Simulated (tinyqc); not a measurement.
Comparisons within one model: Shockley-Read-Hall recombination through one deep level. A value that a table varies takes the place of the one given here.

One level at Et with degeneracy 1: tn = 1/(sn vth Nt), tp = 1/(sp_ vth Nt), n1 = Nc exp((Et - Eg)/kT), p1 = Nv exp(-Et/kT), ni^2 = n1 p1. Equilibrium n0 = Nm, p0 = ni^2/Nm; n = n0 + dn, p = p0 + dn. U = (n p - ni^2)/(tp (n + n1) + tn (p + p1)), lifetime dn/U; emission rates en = sn vth n1, ep = sp_ vth p1.

Constants: kB = 8.617333262e-05 eV/K.

Inputs chosen for the exercise (gap and densities of states near those of Si at this temperature; the results hold for these values, not for the real material): E1 = 0.465 eV (level (0/-1) above Ev); E2 = 0.657 eV (level (-1/-2) above Ev); gm = 2 (degeneracy of the middle state, the others 1); T = 450 K; Eg = 1.092 eV (gap); Nc = 4.98e+19 1/cm^3 (conduction-band density of states); Nv = 2.07e+19 1/cm^3 (valence-band density of states); Nd = 2.1e+13 1/cm^3 (ionised shallow donors minus acceptors); Et = 0.657 eV (recombination level above Ev); Nt = 2.9e+13 1/cm^3 (defects); sn = 1.2e-16 cm^2 (electron capture cross-section); sp_ = 1.1e-15 cm^2 (hole capture cross-section); vth = 16000000 cm/s (thermal velocity, both carriers); Nm = 2.4e+15 1/cm^3 (equilibrium electrons for the lifetime steps); dn = 2.4e+14 1/cm^3 (excess pairs).

## Charge state against the Fermi level (deep level with several charge states)

Energies from Ev. The defect has charge states 0, -1, -2 with weights 1, gm exp((EF - E1)/kT), exp((2 EF - E1 - E2)/kT); the shares are the weights over their sum. Boltzmann carriers: n = Nc exp((EF - Eg)/kT), p = Nv exp(-EF/kT). Neutrality: p - n + Nd + Nt <q> = 0.

Shares:
```
EF (eV)      0     -1     -2     <q>
0.066    1.000  0.000  0.000   0.000
0.153    0.999  0.001  0.000  -0.001
0.240    0.994  0.006  0.000  -0.006
0.328    0.945  0.055  0.000  -0.055
0.415    0.645  0.355  0.000  -0.356
0.502    0.160  0.832  0.008  -0.847
0.590    0.018  0.902  0.080  -1.062
0.677    0.001  0.544  0.455  -1.454
0.764    0.000  0.112  0.888  -1.888
0.852    0.000  0.013  0.987  -1.987
0.939    0.000  0.001  0.999  -1.999
1.026    0.000  0.000  1.000  -2.000
```

Where the levels are several kT apart the middle state rules between about E1 - kT ln gm = 0.438 and E2 + kT ln gm = 0.684 eV; its largest share listed is 0.902. Each step spreads from 10 % to 90 % over 4.4 kT = 0.170 eV.

## Defects against doping (deep level with several charge states)

Nt takes the listed multiples of |Nd|; the resistivity uses mobilities of 1000 (electrons) and 300 (holes) cm^2/(V s), chosen for the exercise, and e = 1.602176634e-19 C.

Neutral state:
```
Nt/|Nd|  EF (eV)  n (1/cm^3)  p (1/cm^3)  rho (ohm cm)
0.01      0.5449    3.71e+13    1.63e+13           148
0.10      0.5436    3.59e+13    1.69e+13           152
0.30      0.5406    3.32e+13    1.83e+13           161
0.60      0.5361    2.96e+13    2.05e+13           175
0.90      0.5316    2.63e+13    2.30e+13           188
1.10      0.5286    2.44e+13    2.49e+13           196
1.50      0.5229    2.10e+13    2.88e+13           210
3.00      0.5046    1.32e+13    4.62e+13           231
10.00     0.4658    4.84e+12    1.26e+14           147
```

EF goes from 0.545 to 0.466 eV and the resistivity from 148 to 147 ohm cm, with a largest value of 231. The largest move of EF, -0.039 eV, comes between Nt/|Nd| = 3 and 10; the levels lie at 0.465 and 0.657 eV. A defect can take up to two electrons, but EF starts near or below the upper level, so each takes between one and two (0.97 in the first row) and the doping is cancelled near Nt = Nd at the latest. The type changes along the table.

## Lifetime against injection

Recombination:
```
dn (1/cm^3)  lifetime (microsecond)  U (1/(cm^3 s))
1.0e+11                       2.515        3.98e+16
1.0e+12                       2.521        3.97e+17
1.0e+13                       2.586        3.87e+18
1.0e+14                       3.210        3.12e+19
1.0e+15                       7.633        1.31e+20
1.0e+16                       16.55        6.04e+20
1.0e+17                       19.51        5.13e+21
1.0e+18                       19.88        5.03e+22
```

The lifetime rises from 2.515 to 19.88 microsecond; tn + tp = 19.92. At low injection it is tp (1 + n1/n0) + tn p1/n0 with n1/Nm = 0.28 and p1/Nm = 0.00038: re-emission lengthens it to 1.28 times the minority capture time. Auger and radiative paths are left out; they cut in at the highest injections, and in a doped direct-gap crystal the radiative one counts at all injections. dn = dp neglects trapped charge, which matters where the traps hold a charge comparable with dn, at low injection and with very unequal cross sections.

## Where a level does most harm

Et takes the values listed; G = Nt en ep/(en + ep) in a depleted region; the lifetime is for dn = 1e11 1/cm^3.

Results:
```
Et (eV)  lifetime (microsecond)  G (1/(cm^3 s))
0.066                  2.82e+04        8.96e+12
0.153                  3.00e+03        8.44e+13
0.240                       320        7.96e+14
0.328                      34.8        7.70e+15
0.415                      5.45        7.26e+16
0.502                      2.34        6.66e+17
0.590                      2.10        1.87e+18
0.677                      2.88        2.75e+17
0.764                      10.6        2.93e+16
0.852                      85.4        3.03e+15
0.939                       788        3.22e+14
1.026                  7.41e+03        3.41e+13
```

Generation peaks where en = ep, at Eg/2 + (kT/2) ln(sp_ Nv/(sn Nc)) = 0.572 eV; the largest value listed is at 0.590 eV, and G falls by a decade for each 0.089 eV away from the peak. The lifetime is within a factor 2 of its minimum, 2.1 microsecond, from 0.502 to 0.677 eV: recombination tolerates a wide range of Et, generation a narrow one.

## What moves lifetime and leakage

G = Nt en ep/(en + ep). Each row changes one parameter from the base and keeps the others.

Results:
```
case                  lifetime (microsecond)  G (1/(cm^3 s))
base                                   4.096        4.58e+17
Et = 0.697 eV                          4.988        1.65e+17
sn = 2.4e-16 cm^2                      3.276        4.60e+17
sp_ = 2.2e-15 cm^2                     2.868        9.04e+17
Nt = 1.45e+13 1/cm^3                   8.192        2.29e+17
Nm = 7.2e+15 1/cm^3                    2.717        4.58e+17
dn = 7.2e+14 1/cm^3                    6.530        4.58e+17
```

The largest shifts from the base row, up to three for each result and ties (the steps differ in size, so this ranks the rows, not the parameters). lifetime (microsecond): Nt +4.10, dn +2.43, Nm -1.38. G (1/(cm^3 s)): sp_ +4.46e+17, Et -2.93e+17, Nt -2.29e+17; unchanged at the printed digits by Nm and dn.

Run: tinyqc, `OMP_NUM_THREADS=1 python tinyqc.py 1682193 1682194 out.jsonl`; Intel(R) Xeon(R) Processor @ 2.30GHz, one thread, shared host; about 0.01 s of CPU time with all checks.
